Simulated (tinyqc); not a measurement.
From results back to parameters: round or elliptic silicon nanowire with anisotropic valleys (Ritz method). Five cases, with inputs chosen for the exercise.

Problem. For a circular wire every level scales as 1/R^2. The lowest level of group A was computed from a hidden radius.

Wire along x = [100] on a (001) wafer, y = [010], z = [001]. Valley groups, two valleys each (w = inverse masses): A, axis along z: w_y = 1/mt, w_z = 1/ml, m_x = mt; B, axis along y: w_y = 1/ml, w_z = 1/mt, m_x = mt; C, axis along x: w_y = w_z = 1/mt, m_x = ml.

Hard wall on the ellipse (y/a)^2 + (z/b)^2 = 1, c = hbar^2/2m0. With u = y/a, v = z/b the operator is -c [(w_y/a^2) d2/du2 + (w_z/b^2) d2/dv2] on the unit disc. Basis (1 - u^2 - v^2) u^i v^j; S, X and Y are the disc integrals of f f', (df/du)(df'/du) and (df/dv)(df'/dv), from the integral of u^p v^q = 2 Gamma((p+1)/2) Gamma((q+1)/2)/((p + q + 2) Gamma((p+q+2)/2)) for even p, q; H = c (w_y X/a^2 + w_z Y/b^2).

Converged values use 21 functions of each parity class (e or o in u, then in v).

Constants: hbar^2/2m0 = 3.80998211 eV angstrom^2.

Case 1.

Values chosen (out of a larger set: near those of a Si nanowire; not measured data): ml = 0.906 m0 (longitudinal mass); mt = 0.189 m0 (transverse mass).

level = 0.213768 eV

Case 2.

Values chosen (out of a larger set: near those of a Si nanowire; not measured data): ml = 0.93 m0 (longitudinal mass); mt = 0.189 m0 (transverse mass).

level = 0.212693 eV

Case 3.

Values chosen (out of a larger set: near those of a Si nanowire; not measured data): ml = 0.927 m0 (longitudinal mass); mt = 0.189 m0 (transverse mass).

level = 0.043097 eV

Case 4.

Values chosen (out of a larger set: near those of a Si nanowire; not measured data): ml = 0.909 m0 (longitudinal mass); mt = 0.192 m0 (transverse mass).

level = 0.062759 eV

Case 5.

Values chosen (out of a larger set: near those of a Si nanowire; not measured data): ml = 0.903 m0 (longitudinal mass); mt = 0.19 m0 (transverse mass).

level = 0.067394 eV

Find: E R^2/c; R.

Solution.

Case 1.

E R^2/c = 18.179
R = 18.0 angstrom

Solve once for R = 1 and scale. The mean inverse mass would give 2.404826^2 (1/mt + 1/ml)/2 = 18.491, 1.7 % too high.

Case 2.

E R^2/c = 18.087
R = 18.0 angstrom

Solve once for R = 1 and scale. The mean inverse mass would give 2.404826^2 (1/mt + 1/ml)/2 = 18.409, 1.8 % too high.

Case 3.

E R^2/c = 18.099
R = 40.0 angstrom

Solve once for R = 1 and scale. The mean inverse mass would give 2.404826^2 (1/mt + 1/ml)/2 = 18.419, 1.8 % too high.

Case 4.

E R^2/c = 17.938
R = 33.0 angstrom

Solve once for R = 1 and scale. The mean inverse mass would give 2.404826^2 (1/mt + 1/ml)/2 = 18.241, 1.7 % too high.

Case 5.

E R^2/c = 18.113
R = 32.0 angstrom

Solve once for R = 1 and scale. The mean inverse mass would give 2.404826^2 (1/mt + 1/ml)/2 = 18.421, 1.7 % too high.

Computed by tinyqc, one run a case: `OMP_NUM_THREADS=1 python tinyqc.py N N+1 out.jsonl` with N = 1280380, 1280409, 1280431, 1280596, 1280649; one thread of a shared Intel(R) Xeon(R) Processor @ 2.30GHz, about 0.07 s a run at most.
